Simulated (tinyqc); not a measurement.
Inside a calculation. Method: plane-wave Kohn-Sham cycle with exchange-only LDA in a layered model solid. One step of it, computed by the program tinyqc.

Problem. Iteration 2: levels at that k. Diagonalise the Hermitian matrix.

H (hartree), order -3, -2, -1, +0, +1, +2, +3:
$$\begin{pmatrix}
0.402434 & -0.252262 & 0.002037 & -0.000129 & 0.000514 & 0.000402 & 0.000085 \\
-0.252262 & 0.076446 & -0.252262 & 0.002037 & -0.000129 & 0.000514 & 0.000402 \\
0.002037 & -0.252262 & -0.119146 & -0.252262 & 0.002037 & -0.000129 & 0.000514 \\
-0.000129 & 0.002037 & -0.252262 & -0.184344 & -0.252262 & 0.002037 & -0.000129 \\
0.000514 & -0.000129 & 0.002037 & -0.252262 & -0.119146 & -0.252262 & 0.002037 \\
0.000402 & 0.000514 & -0.000129 & 0.002037 & -0.252262 & 0.076446 & -0.252262 \\
0.000085 & 0.000402 & 0.000514 & -0.000129 & 0.002037 & -0.252262 & 0.402434
\end{pmatrix}$$

Give: eigenvalues.

Solution.

eigenvalues (hartree): [-0.5622, -0.3240, -0.0975, 0.1167, 0.2638, 0.5644, 0.5739]
